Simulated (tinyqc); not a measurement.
# On-chip interconnect, size-dependent resistivity and RC delay: delay against the liner thickness

A rectangular line between two neighbours and two ground planes. Surface and grain-boundary scattering are added to the bulk resistivity as corrections; capacitances are parallel-plate values without fringing; inductance is ignored.

Metal width x = wd - 2 tl, height y = AR wd - tl; grain boundaries (Mayadas-Shatzkes): al = (lam/(gr x)) Rg/(1 - Rg), g = 1/[1 - 3 al/2 + 3 al^2 - 3 al^3 ln(1 + 1/al)] - 1; surfaces (Fuchs-Sondheimer, thick limit): s = (3/8) lam (1 - ps)(1/x + 1/y); rho = rho0 (1 + g + s); r = rho/(x y); c = eps0 ek (2 wd/hd + 2 Mf AR wd/sp). Elmore delay tE = Rd (c Lw + Cl) + r Lw (c Lw/2 + Cl); t50 is the time at which the far end of a ladder of 30 pi sections (half capacitances at both ends, Cl at the far end, a step applied through Rd) reaches half the step; line share r Lw/(Rd + r Lw); estimate 0.69 Rd (c Lw + Cl) + 0.38 r c Lw^2 + 0.69 r Lw Cl.

Values chosen for this exercise; metal values close to those of cobalt:
- rho0 = 6.18 uohm cm (bulk resistivity)
- lam = 12.1 nm (bulk mean free path)
- ps = 0.1 (specular share of surface scattering)
- Rg = 0.31 (reflection coefficient of grain boundaries)
- gr = 1 (grain size over the metal width)
- wd = 79 nm (drawn line width)
- AR = 2 (aspect ratio, height over width)
- sp = 79 nm (space to the neighbouring lines)
- hd = 120 nm (dielectric height to the planes above and below)
- ek = 3.9 (relative permittivity of the dielectric)
- Mf = 2 (Miller factor of the neighbours)
- Lw = 62 um (line length)
- Rd = 490 ohm (driver resistance)
- Cl = 1.5 fF (load capacitance)

Constants: eps0 = 8.8541878128e-12 F/m. Results are converted to the units shown.

The same in every row: c (fF/um) = 0.3217.

Results:

| tl (nm) | rho (uohm cm) | r (ohm/um) | tE (ps) | t50 (ps) | estimate (ps) | line share of the resistance (%) |
|---|---|---|---|---|---|---|
| 0 | 7.283 | 5.835 | 14.66 | 10.57 | 10.37 | 42.47 |
| 0.6 | 7.298 | 5.960 | 14.75 | 10.64 | 10.43 | 42.99 |
| 1.1 | 7.311 | 6.067 | 14.82 | 10.70 | 10.49 | 43.43 |
| 2.3 | 7.343 | 6.339 | 15.02 | 10.85 | 10.64 | 44.51 |
| 2.9 | 7.360 | 6.483 | 15.12 | 10.93 | 10.71 | 45.06 |
| 3.4 | 7.374 | 6.607 | 15.21 | 11.00 | 10.78 | 45.53 |
| 4 | 7.392 | 6.761 | 15.32 | 11.08 | 10.86 | 46.10 |

Estimate the missing row, tl = 1.7 nm.

Computed row:

| tl (nm) | rho (uohm cm) | r (ohm/um) | tE (ps) | t50 (ps) | estimate (ps) | line share of the resistance (%) |
|---|---|---|---|---|---|---|
| 1.7 | 7.327 | 6.201 | 14.92 | 10.77 | 10.56 | 43.96 |

With this row back in the table: As tl goes from 0 to 4, r rises from 5.83 to 6.76 ohm/um, c stays at 0.322 fF/um and t50 rises from 10.6 to 11.1 ps. t50/tE lies between 0.721 and 0.724, and the estimate is within 2.0 % of t50.

tinyqc, about 0.01 s, one thread, Intel Xeon 2.30GHz (shared host): `OMP_NUM_THREADS=1 python tinyqc.py 2100037 2100038 out.jsonl`
